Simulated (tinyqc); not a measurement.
Surface Green function of a dimerised chain, Sancho-Rubio decimation: densities of states against energy.

A semi-infinite lead of cells 0, 1, 2, ... with H0 inside a cell and H1 = <cell i|H|cell i + 1>. Cell A, B with A at the surface; -t1 joins A and B, -t2 joins B to the next A. z = E + i eta.

Start with e_s = e = H0, a = H1, b = H1^dagger. Each round: g = (z - e)^(-1); e_s <- e_s + a g b; e <- e + a g b + b g a; a <- a g a; b <- b g b (all with the old a, b). Round k joins cells 2^k apart. Stop when the largest entry of the matrices a and b is below 1e-12 eV; g_s = (z - e_s)^(-1), bulk (z - e)^(-1), density of states -Im Tr/pi. Here eta = 0.001 eV. Open modes are the crossings of E with the bands of H0 + H1 exp(ik) + H1^dagger exp(-ik) for 0 < k < pi.

H0 (eV):
```
       A      B
A      0  -1.32
B  -1.32      0
```

H1 (eV):
```
    A  B
A   0  0
B  -1  0
```

Results:
```
E (eV)  open modes  rounds  surface (1/eV)  bulk (1/eV)
-2.55            0       5       5.8561e-4    0.0013841
-2.09            1      14         0.55437      0.63965
-1.62            1      15         0.64869      0.39104
-1.16            1      15         0.54436      0.32965
-0.7             1      15         0.40086      0.32361
-0.23            0       8       0.0010590    0.0025762
0                0       7       6.1144e-4    8.5751e-4
0.7              1      15         0.40086      0.32361
1.16             1      15         0.54436      0.32965
1.62             1      15         0.64869      0.39104
2.09             1      14         0.55437      0.63965
2.55             0       5       5.8561e-4    0.0013841
```

Estimate the missing row, E = 0.23 eV.

Computed row:
```
E (eV)  open modes  rounds  surface (1/eV)  bulk (1/eV)
0.23             0       8       0.0010590    0.0025762
```

With this row back in the table: The bands of the infinite lead run over -2.32 to -0.320, 0.320 to 2.32 eV. The rounds lie between 5 and 15, 6.6 on average outside the bands and 14.8 inside. The surface density of states is largest at E = -1.62 and 1.62 eV among the rows (0.649 1/eV, bulk 0.391).

Numbers from tinyqc (`OMP_NUM_THREADS=1 python tinyqc.py 2680112 2680113 out.jsonl`; about 0.02 s on one thread of a shared Intel Xeon 2.30GHz).
